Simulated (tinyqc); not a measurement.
FCI on RHF in the sto-3g basis, for H4, spin multiplicity 1, step by step. One step of it, computed by the program tinyqc.

Task: FCI: determinants and Hamiltonian. Slater-Condon rules over spin orbitals, with the nuclear repulsion added and E(HF) subtracted on the diagonal. Only determinants linked to the reference directly or through others are kept (one block of an abelian symmetry group), so some states are absent.

one-electron integrals over orbitals h = C^T H C (hartree):
```
,1,2,3,4
1,-1.598628,0.000000,0.108110,0.000000
2,0.000000,-1.496175,0.000000,-0.096059
3,0.108110,0.000000,-1.109247,0.000000
4,0.000000,-0.096059,0.000000,-0.946365
```

Two-electron integrals over orbitals (pq|rs), unique and non-zero (hartree):
```
p,q,r,s,(pq|rs)
1,1,1,1,0.427455
2,1,2,1,0.198307
2,2,1,1,0.417225
2,2,2,2,0.424777
3,1,1,1,-0.042681
3,1,2,2,-0.001083
3,1,3,1,0.107464
3,2,2,1,0.063262
3,2,3,2,0.104203
3,3,1,1,0.415479
3,3,2,2,0.416527
3,3,3,1,-0.008096
3,3,3,3,0.432158
4,1,2,1,0.018636
4,1,3,2,-0.081050
4,1,4,1,0.092100
4,2,1,1,0.050866
4,2,2,2,0.012962
4,2,3,1,-0.105851
4,2,3,3,0.010265
4,2,4,2,0.110373
4,3,2,1,-0.193127
4,3,3,2,-0.065291
4,3,4,1,-0.016463
4,3,4,3,0.205506
4,4,1,1,0.443818
4,4,2,2,0.433922
4,4,3,1,-0.046726
4,4,3,3,0.444931
4,4,4,2,0.055366
4,4,4,4,0.481639
```

nuclear repulsion = 1.94752158 hartree

Hartree-Fock energy = -2.11756997 hartree

Give: determinants; H - E(HF) between determinants.

Result:

Occupation strings over the orbitals (2 doubly, a alpha, b beta, 0 empty; spin orbitals ordered 1a 1b 2a 2b ...): 2200 2a0b a2b0 2b0a b2a0 aabb 2020 abab 2002 abba baab 0220 baba 0202 bbaa a0b2 0a2b b0a2 0b2a 0022

H - E(HF) between determinants (hartree):
```
,2200,2a0b,a2b0,2b0a,b2a0,aabb,2020,abab,2002,abba,baab,0220,baba,0202,bbaa,a0b2,0a2b,b0a2,0b2a,0022
2200,0.0000,0.0000,0.0000,0.0000,0.0000,0.0248,0.1042,0.0810,0.1104,-0.1059,-0.1059,0.1075,0.0810,0.0921,0.0248,0.0000,0.0000,0.0000,0.0000,0.0000
2a0b,0.0000,0.7183,0.0873,-0.1104,0.1059,-0.0341,-0.0653,0.0633,0.0424,0.0000,-0.0456,0.0000,0.0165,-0.0186,0.0000,-0.1059,0.1075,0.0248,0.0000,0.0000
a2b0,0.0000,0.0873,0.5701,0.1059,-0.1075,-0.0433,-0.0633,0.0653,0.0000,-0.0406,0.0000,0.0346,0.0186,-0.0165,0.0000,0.1104,-0.1059,0.0000,0.0248,0.0000
2b0a,0.0000,-0.1104,0.1059,0.7183,0.0873,0.0000,0.0653,-0.0165,-0.0424,0.0456,0.0000,0.0000,-0.0633,0.0186,0.0341,0.0248,0.0000,-0.1059,0.1075,0.0000
b2a0,0.0000,0.1059,-0.1075,0.0873,0.5701,0.0000,0.0633,-0.0186,0.0000,0.0000,0.0406,-0.0346,-0.0653,0.0165,0.0433,0.0000,0.0248,0.1104,-0.1059,0.0000
aabb,0.0248,-0.0341,-0.0433,0.0000,0.0000,1.0828,-0.0810,-0.1042,0.1059,-0.1104,-0.1075,0.1059,-0.0921,-0.0810,0.0000,-0.0018,0.0111,0.0000,0.0000,0.0248
2020,0.1042,-0.0653,-0.0633,0.0653,0.0633,-0.0810,0.9559,-0.1121,0.2055,0.1931,0.1931,0.1983,-0.1121,0.0000,-0.0810,0.0165,0.0186,-0.0165,-0.0186,0.0921
abab,0.0810,0.0633,0.0653,-0.0165,-0.0186,-0.1042,-0.1121,1.2687,-0.1931,-0.2055,-0.1983,-0.1931,0.0000,-0.1121,-0.0921,-0.0653,-0.0633,0.0186,0.0165,0.0810
2002,0.1104,0.0424,0.0000,-0.0424,0.0000,0.1059,0.2055,-0.1931,1.4753,0.0873,0.0873,0.0000,-0.1931,0.1983,0.1059,-0.0116,0.0000,0.0116,0.0000,0.1075
abba,-0.1059,0.0000,-0.0406,0.0456,0.0000,-0.1104,0.1931,-0.2055,0.0873,1.2903,0.0000,0.0873,-0.1983,0.1931,-0.1075,0.0857,0.0000,0.0000,-0.0687,-0.1059
baab,-0.1059,-0.0456,0.0000,0.0000,0.0406,-0.1075,0.1931,-0.1983,0.0873,0.0000,1.2903,0.0873,-0.2055,0.1931,-0.1104,0.0000,0.0687,-0.0857,0.0000,-0.1059
0220,0.1075,0.0000,0.0346,0.0000,-0.0346,0.1059,0.1983,-0.1931,0.0000,0.0873,0.0873,1.1689,-0.1931,0.2055,0.1059,0.0000,0.0027,0.0000,-0.0027,0.1104
baba,0.0810,0.0165,0.0186,-0.0633,-0.0653,-0.0921,-0.1121,0.0000,-0.1931,-0.1983,-0.2055,-0.1931,1.2687,-0.1121,-0.1042,-0.0186,-0.0165,0.0653,0.0633,0.0810
0202,0.0921,-0.0186,-0.0165,0.0186,0.0165,-0.0810,0.0000,-0.1121,0.1983,0.1931,0.1931,0.2055,-0.1121,1.6014,-0.0810,0.0633,0.0653,-0.0633,-0.0653,0.1042
bbaa,0.0248,0.0000,0.0000,0.0341,0.0433,0.0000,-0.0810,-0.0921,0.1059,-0.1075,-0.1104,0.1059,-0.1042,-0.0810,1.0828,0.0000,0.0000,0.0018,-0.0111,0.0248
a0b2,0.0000,-0.1059,0.1104,0.0248,0.0000,-0.0018,0.0165,-0.0653,-0.0116,0.0857,0.0000,0.0000,-0.0186,0.0633,0.0000,1.8415,0.0873,-0.1075,0.1059,0.0230
0a2b,0.0000,0.1075,-0.1059,0.0000,0.0248,0.0111,0.0186,-0.0633,0.0000,0.0000,0.0687,0.0027,-0.0165,0.0653,0.0000,0.0873,1.6833,0.1059,-0.1104,0.0451
b0a2,0.0000,0.0248,0.0000,-0.1059,0.1104,0.0000,-0.0165,0.0186,0.0116,0.0000,-0.0857,0.0000,0.0653,-0.0633,0.0018,-0.1075,0.1059,1.8415,0.0873,-0.0230
0b2a,0.0000,0.0000,0.0248,0.1075,-0.1059,0.0000,-0.0186,0.0165,0.0000,-0.0687,0.0000,-0.0027,0.0633,-0.0653,-0.0111,0.1059,-0.1104,0.0873,1.6833,-0.0451
0022,0.0000,0.0000,0.0000,0.0000,0.0000,0.0248,0.0921,0.0810,0.1075,-0.1059,-0.1059,0.1104,0.0810,0.1042,0.0248,0.0230,0.0451,-0.0230,-0.0451,2.2364
```
